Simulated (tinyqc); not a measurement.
# Changing the temperature T

Model: carrier lifetime from Shockley-Read-Hall, radiative, Auger and surface recombination. Computed by tinyqc, a small Python program. Command: `OMP_NUM_THREADS=1 python tinyqc.py 3022021 3022022 out.jsonl lifetime sweep`. One thread of a shared host (Intel(R) Xeon(R) Processor @ 2.30GHz), about 0.02 s of CPU time with the checks.

Energies are counted from the top of the valence band. Boltzmann statistics, full ionisation, and equal excess densities of electrons and holes.

Inputs (values chosen for the exercise, with bands modelled on GaSb):
```
quantity                          value        unit
gap E_g                           0.735          eV
electron mass m_e                0.0393         m_0
valleys M_c                           1           -
hole mass m_h                      0.39         m_0
doping N                        3.7e+17       cm^-3
trap level E_t                    0.387          eV
trap density N_t                2.7e+13       cm^-3
electron cross-section sigma_n  8.8e-17        cm^2
hole cross-section sigma_p      1.2e-17        cm^2
radiative coefficient B         5.8e-10      cm^3/s
Auger coefficient C_n             6e-31      cm^6/s
Auger coefficient C_p           2.4e-31      cm^6/s
excess density dn               1.9e+15       cm^-3
generation rate G               2.1e+22  cm^-3 s^-1
diffusion coefficient D              56      cm^2/s
surface velocity S                 3000        cm/s
thickness W                          14  micrometre
```

Doping: n-type. Surface term: two equal surfaces.

Constants: m_0 = 9.1093837015e-31 kg; k_B = 1.380649e-23 J/K; h = 6.62607015e-34 J s; k_B = 8.617333262e-05 eV/K.

Method:
- N_c = 2 M_c (2 pi m_e k_B T/h^2)^(3/2) and N_v = 2 (2 pi m_h k_B T/h^2)^(3/2), masses in units of m_0.
- n_i = sqrt(N_c N_v) exp(-E_g/2 k_B T); majority density N/2 + sqrt(N^2/4 + n_i^2), minority density n_i^2 over it.
- v = sqrt(3 k_B T/m) with m_e or m_h; tau_n0 = 1/(sigma_n v_n N_t), tau_p0 = 1/(sigma_p v_p N_t); n1 = N_c exp(-(E_g - E_t)/k_B T), p1 = N_v exp(-E_t/k_B T).
- The slowest diffusion mode has x tan x = S W/(2 D) with 0 < x < pi/2 (bisection), and tau_s = W^2/(4 x^2 D). The common approximation is W/(2 S) + W^2/(pi^2 D).
- With n = n_0 + dn, p = p_0 + dn and U/dn = 1/tau: (n p - n_i^2)/dn = n_0 + p_0 + dn = s; 1/tau_SRH = s/[tau_p0 (n + n1) + tau_n0 (p + p1)]; 1/tau_rad = B s; 1/tau_Aug = (C_n n + C_p p) s; the rates add, with 1/tau_s.
- Radiative efficiency = tau_eff/tau_rad; effective diffusion length = sqrt(D tau_eff).
- dn solves dn/tau_eff(dn) = G (60 bisections in ln dn between 1e-2 and 1e22 cm^-3); the splitting of the quasi-Fermi levels is k_B T ln(n p/n_i^2).

One run for each value:
```
temperature T (K)  tau_SRH at dn (s)  quasi-Fermi splitting under G (eV)  n_i (cm^-3)  effective lifetime at dn (s)
200                       2.0217e-04                             0.57631   3.2654e+08                    4.5450e-09
250                       1.8082e-04                             0.52221   3.2465e+10                    4.5450e-09
300                       1.6507e-04                             0.46551   7.3272e+11                    4.5450e-09
350                       1.5283e-04                             0.40665   7.0359e+12                    4.5450e-09
400                       1.4296e-04                             0.34594   3.9425e+13                    4.5449e-09
450                       1.3480e-04                             0.28362   1.5381e+14                    4.5449e-09
500                       1.2793e-04                             0.22009   4.6473e+14                    4.5449e-09
```

Over the rows, tau_SRH at dn (s) falls from 2.02e-4 to 1.28e-4 (exponent d ln y / d ln x about -0.50 throughout); quasi-Fermi splitting under G (eV) falls from 0.576 to 0.220 (exponent d ln y / d ln x -0.44 between the first rows and -2.4 between the last); n_i (cm^-3) rises from 3.27e8 to 4.65e14 (exponent d ln y / d ln x 21 between the first rows and 10 between the last).

Caution (all rows): the doping is near the effective density of states, where Boltzmann statistics fail and the gap narrows.

Extremes, crossings and ranges named in words are read from the listed rows.
